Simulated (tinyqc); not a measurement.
Inside a calculation. Method: tight binding, honeycomb lattice. Computed by tinyqc, a small Python program that keeps every step. Settings: t1 = 2.45, t2 = 0.34, phi = 0, delta = 0.6, points = 7. Command: `OMP_NUM_THREADS=1 python tinyqc.py 26218 26219 out.jsonl` (the two numbers bound the seeds that draw the settings). One thread of a shared host (Intel(R) Xeon(R) Processor @ 2.60GHz), about 0.01 s of CPU time with the checks.

## Bloch Hamiltonian at k

Parameters chosen for this model:
```
parameter,value,unit
t1,2.450000,"eV, nearest"
t2,0.340000,"eV, second neighbours"
phi,0,"rad, phase of t2 (Haldane)"
delta,0.600000,"eV, +/- on A and B"
```

k point k (fractions of the reciprocal vectors): -0.28000  0.28000

H_AB = -t1 (1 + exp(-i k.a1) + exp(-i k.a2)); H_AA = delta - 2 t2 sum cos(k.b + phi), H_BB = -delta - 2 t2 sum cos(k.b - phi), b = a1, a2 - a1, -a2.

H(k) at k (eV):
```
,A,B
A,1.48709,-1.53183
B,-1.53183,0.28709
```

## Levels at k

Diagonalise the Hermitian matrix.

eigenvalues (eV): -0.75806  2.53223

weights |c|^2 of the basis functions:
```
,band 1,band 2
A,0.31765,0.68235
B,0.68235,0.31765
```

## Bloch Hamiltonian at K

k point K (fractions of the reciprocal vectors): 0.33333  0.66667

As before.

H(k) at K (eV):
```
,A,B
A,1.62000,0.00000
B,0.00000,0.42000
```

## Levels at K

As before.

eigenvalues (eV): 0.42000  1.62000

weights |c|^2 of the basis functions:
```
,band 1,band 2
A,0.00000,1.00000
B,1.00000,0.00000
```

## Bands along a path

The same steps at evenly spaced points between the labelled ones.

Bands along the path (eV):
```
k,band 1,band 2
G,-9.41445,5.33445
G-K 0.33,-7.39247,5.07266
G-K 0.67,-2.95213,3.75779
K,0.42000,1.62000
K-M 0.33,-0.51133,2.35881
K-M 0.67,-1.47941,2.99355
M,-1.84240,3.20240
M-K' 0.33,-1.47941,2.99355
M-K' 0.67,-0.51133,2.35881
K',0.42000,1.62000
```

With 1 band(s) filled, the highest filled level on these points lies at K and the lowest empty one at K: a gap of 1.2000 eV, direct.

## Chern number of the lower band

On a 7 x 7 mesh, the phase of the product of overlaps around each plaquette (k1 then k2); the sum over 2 pi is an integer.

plaquette phases (rad):
```
,1,2,3,4,5,6,7
1,0.00000,-0.00532,-0.02112,-0.03430,0.02154,0.01085,0.00394
2,0.00532,0.00000,-0.01483,-0.12669,-0.14716,0.02083,0.01085
3,0.02112,0.01483,0.00000,-0.11969,-1.66121,-0.14716,0.02154
4,0.03430,0.12669,0.11969,0.00000,-0.11969,-0.12669,-0.03430
5,-0.02154,0.14716,1.66121,0.11969,0.00000,-0.01483,-0.02112
6,-0.01085,-0.02083,0.14716,0.12669,0.01483,0.00000,-0.00532
7,-0.00394,-0.01085,-0.02154,0.03430,0.02112,0.00532,0.00000
```

Chern number = 0.00000
